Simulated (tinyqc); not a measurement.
# Charge pumping in an n-channel transistor: effect of temperature

The gate is pulsed from accumulation to inversion and back. Energies E are counted from the intrinsic level; Dit(E) = D0 [1 + b (2 E/Eg)^2]. During each edge the traps near the bands emit their carriers, and those between Eh and Ee recombine once a cycle.

Nc and Nv are given at 200 K and scale as T^1.5, vth as T^0.5; Eg and the cross-sections are held. ni = sqrt(Nc Nv) exp(-Eg/(2 Vt)), Eg in volts; emission times te = (dV/Va) tf and th = (dV/Va) tr; Ee = -Vt ln(vth sn ni te), Eh = +Vt ln(vth sp ni th). Nit = integral of Dit from Eh to Ee = D0 [Ee - Eh + 4 b (Ee^3 - Eh^3)/(3 Eg^2)], Qcp = q A Nit, Icp = f Qcp.

Values chosen for this exercise; band and dielectric values close to those of silicon:
- Eg = 1.13 eV (band gap)
- Nc = 1.55e19 cm^-3 (conduction-band density of states at 200 K)
- Nv = 1.46e19 cm^-3 (valence-band density of states at 200 K)
- A = 1.2 um^2 (gate area)
- D0 = 7.7e11 cm^-2 eV^-1 (trap density at midgap)
- b = 10.5 (rise of the trap density towards the band edges)
- sn = 2.2e-15 cm^2 (cross-section for electrons)
- sp = 3.8e-15 cm^2 (cross-section for holes)
- vth = 1.3e7 cm/s (thermal velocity at 200 K, one nominal value for electrons and holes)
- dV = 1.11 V (Vth - Vfb)
- Va = 3.1 V (pulse height)
- f = 1.1e6 Hz (frequency)
- tr = 56 ns (rise time)
- tf = 63 ns (fall time)

Constants: q = 1.602176634e-19 C, kB = 1.380649e-23 J/K, Vt = kB T/q. Results are converted to the units shown.

Effect of temperature:
```
T (K)	Ee (eV)	Eh (eV)	Nit (cm^-2)	Icp (pA)
180	0.42587	-0.41922	1.9248e12	4070.6
220	0.38734	-0.37921	1.5412e12	3259.5
260	0.34756	-0.33795	1.2081e12	2555.0
300	0.30670	-0.29562	9.2546e11	1957.2
340	0.26493	-0.25237	6.9100e11	1461.4
380	0.22234	-0.20830	5.0070e11	1058.9
420	0.17903	-0.16351	3.4911e11	738.31
```

The window Ee - Eh shrinks from 0.845 to 0.343 eV, since emission is faster when hot, and Icp falls from 4070 to 738 pA.

Range of the model: The Fermi levels of inversion and accumulation are taken to lie beyond Ee and Eh, the flat tops to fill all traps, and no geometric current is added.

tinyqc, about 0.01 s, one thread, Intel Xeon 2.30GHz (shared host): `OMP_NUM_THREADS=1 python tinyqc.py 2030034 2030035 out.jsonl`
